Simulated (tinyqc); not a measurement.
Inside a calculation: parabolic quantum dot in a magnetic field (Fock-Darwin). Values are carried at full precision from step to step, so a last printed digit may differ when a step is redone from the rounded ones.

Two dimensions, V = m w0^2 r^2/2, one valley. hbar wc = 2 muB B/m, W = sqrt(w0^2 + wc^2/4), E(n, l, s) = (2n + |l| + 1) hbar W - l hbar wc/2 + s gs muB B, n = 0, 1, ..., l = 0, +/-1, ..., s = +/-1/2; length lam = sqrt(2c/(m hbar W)), c = hbar^2/2m0.

Constants: muB = 5.788381798e-05 eV/T; hbar^2/2m0 = 3.80998211 eV angstrom^2; e^2/(4 pi eps0) = 14.39964547 eV angstrom.

Parameters, chosen for this exercise (near those of a gate-defined dot in GaAs; not measured data):

| symbol | value | unit | meaning |
|---|---|---|---|
| m | 0.0671 | m0 | mass |
| gs | -0.41 |  | g factor |
| w0 | 5.5 | meV | confinement energy hbar w0 |
| B | 1.63 | T | magnetic field |
| Ec | 2.9 | meV | charging energy e^2/C |
| eps | 12.7 |  | dielectric constant |

## Energy and length scales

Give hbar wc, hbar W, the two mode energies hbar W +/- hbar wc/2, the Zeeman energy |gs| muB B and lam.

hbar wc = 2.8122 meV
hbar W = 5.6769 meV

modes (meV): 7.0830  4.2708

Zeeman energy = 0.0387 meV
lam = 141.4 angstrom

The product of the modes is w0^2 = 30.25 meV^2 at any field. These two lines are all that far-infrared light sees, whatever the number of electrons (Kohn theorem).

## Orbital levels

The eight lowest (n, l) from E = (2n + |l| + 1) W - l wc/2.

Levels:

| (n,l) | E (meV) |
|---|---|
| (0,0) | 5.677 |
| (0,1) | 9.948 |
| (0,-1) | 12.760 |
| (0,2) | 14.218 |
| (1,0) | 17.031 |
| (0,3) | 18.489 |
| (0,-2) | 19.843 |
| (1,1) | 21.301 |

## Addition spectrum

Constant interaction: mu(N) = E_N + (N - 1/2) Ec with the spin-resolved levels filled in order; the addition energy is mu(N + 1) - mu(N).

Filling:

| N | state added | E_N (meV) | mu(N) (meV) | addition energy (meV) |
|---|---|---|---|---|
| 1 | (0,0)+ | 5.658 | 7.108 | 2.939 |
| 2 | (0,0)- | 5.696 | 10.046 | 7.132 |
| 3 | (0,1)+ | 9.928 | 17.178 | 2.939 |
| 4 | (0,1)- | 9.967 | 20.117 | 5.674 |
| 5 | (0,-1)+ | 12.741 | 25.791 | 2.939 |
| 6 | (0,-1)- | 12.779 | 28.729 | 4.320 |
| 7 | (0,2)+ | 14.199 | 33.049 | 2.939 |
| 8 | (0,2)- | 14.238 | 35.988 | 5.674 |
| 9 | (1,0)+ | 17.011 | 41.661 | 2.939 |
| 10 | (1,0)- | 17.050 | 44.600 | 4.320 |

The largest addition energy falls at N = 2; at zero field it peaks at the closed shells 2, 6 and 12. Exchange, which the model lacks, would favour parallel spins near level crossings. Ec is an independent input that includes screening by the gates.

## Singlet and triplet of two electrons

Two electrons, first order in the Coulomb energy: the singlet (0,0)^2 has 2W + J0 and the lowest triplet (0,0)(0,1) has 3W - wc/2 + J0/2 - Ez, with J0 = sqrt(pi/2) q/(eps lam), q = e^2/(4 pi eps0), Ez = |gs| muB B.

Give J0, the triplet less the singlet, and J0/W.

J0 = 10.047 meV
E(T) - E(S) = -0.792 meV
J0/W = 1.77

The triplet is lower at this order. J0 exceeds W, so first order overstates the interaction and the result is only a guide.

## The same without perturbation theory

Exact treatment: the centre of mass separates with energy W, and the relative motion obeys [-(2c/m) Laplacian + (2c/m) r^2/(2 lam^2)^2 + q/(eps r)] psi = e_l psi for angular number l, solved in 14 Gaussians r^l exp(-a r^2), a = 1.7^i/(4 lam^2), i = -3 to 10. E(S) = W + e_0, E(T) = W + e_1 - wc/2 - Ez.

Solve for e_0 and e_1.

e_0, e_1 (meV): 13.16  16.05

first-order values W + J0 and 2W + J0/2 (meV): 15.72  16.38

E(T) - E(S), exact = 1.44 meV

First order overshoots e_0 by 2.56 meV and e_1 by only 0.33 meV, since the singlet gains more by keeping the electrons apart; it therefore favours the triplet by 2.23 meV too much. Of these two the singlet is lower, against the first-order answer.

## Checks

- e_0 at W = 2 Ry m/eps^2, where it is exactly 2W, as a ratio e_0/W: both 2.000.
- Level (0,1) from the radial equation by finite differences against the formula, meV: both 9.95.

Run: tinyqc, `OMP_NUM_THREADS=1 python tinyqc.py 1280325 1280326 out.jsonl`; Intel(R) Xeon(R) Processor @ 2.30GHz, one thread, shared host; about 0.07 s of CPU time with all checks.
